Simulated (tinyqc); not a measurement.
Modes across the composition range: two-mode optical phonons of a ternary alloy from two coupled oscillators. Computed by tinyqc, a small Python program. Command: `OMP_NUM_THREADS=1 python tinyqc.py 3027197 3027198 out.jsonl twomode walk`. One thread of a shared host (Intel(R) Xeon(R) Processor @ 2.30GHz), about 0.01 s of CPU time with the checks.

An alloy A(x)B(1-x)C has an A-C and a B-C bond oscillator. Each TO frequency moves linearly from the impurity mode (dilute end) to the TO of the pure crystal; each strength is proportional to the number of bonds.

Inputs (values chosen for the exercise, modelled on Al(x)Ga(1-x)As, with A-C the AlAs-like and B-C the GaAs-like bond): omega_TO of pure AC = 361.2 1/cm; omega_LO of pure AC = 405.9 1/cm; omega_TO of pure BC = 267 1/cm; omega_LO of pure BC = 294.3 1/cm; eps_inf of AC = 8.07; eps_inf of BC = 10.9; impurity mode of A in BC = 358.4 1/cm; impurity mode of B in AC = 251.7 1/cm.

Method:
- omega_1 = (impurity mode of A) + x (omega_TO,AC - impurity mode of A); omega_2 = (impurity mode of B) + (1 - x)(omega_TO,BC - impurity mode of B); eps_inf = x eps_AC + (1 - x) eps_BC; strengths W_1 = x eps_AC (omega_LO,AC^2 - omega_TO,AC^2), W_2 = (1 - x) eps_BC (omega_LO,BC^2 - omega_TO,BC^2).
- eps(omega) = eps_inf + W_1/(omega_1^2 - omega^2) + W_2/(omega_2^2 - omega^2) = 0 is the eigenproblem of the matrix [[omega_1^2 + W_1/eps_inf, sqrt(W_1 W_2)/eps_inf], [sqrt(W_1 W_2)/eps_inf, omega_2^2 + W_2/eps_inf]] for omega_LO^2.
- The polar coupling of mode j is c_j = (u_j . sqrt(W))^2/(eps_inf^2 omega_j^2), u_j its eigenvector and omega_j here its LO frequency; the c_j add up to 1/eps_inf - 1/eps_s. Froehlich constant alpha_j = (e^2/(4 pi eps_0)) c_j k_j/(2 E_j), E_j = h c omega_j, k_j = sqrt(m* E_j/(hbar^2/(2 m_0))).

Frequencies (1/cm):
```
x     TO, A-C  TO, B-C  lower LO  upper LO  coupling share of the upper LO   eps_s
0.02  358.456  266.694    293.33    359.42                         0.04042  13.188
0.10  358.680  265.470    289.58    363.37                         0.18086  12.965
0.20  358.960  263.940    285.11    368.13                         0.32257  12.682
0.35  359.380  261.645    278.69    375.07                         0.49211  12.245
0.50  359.800  259.350    272.45    381.95                         0.63076  11.795
0.65  360.220  257.055    266.27    388.89                         0.75123  11.331
0.80  360.640  254.760    260.09    396.01                         0.86110  10.853
0.90  360.920  253.230    255.92    400.88                         0.93109  10.525
0.98  361.144  252.006    252.55    404.88                         0.98625  10.258
```

What does the comparison show, and why?

The upper LO moves from 359.4 to 404.9 and the lower from 293.3 to 252.5 per cm. At each dilute end one LO-TO pair closes onto an impurity mode. The upper LO shifts by +0.46 per cm for each per cent of x near the middle, which is how Raman spectra measure composition. Its share of the polar coupling passes one half between x = 0.35 and 0.5.
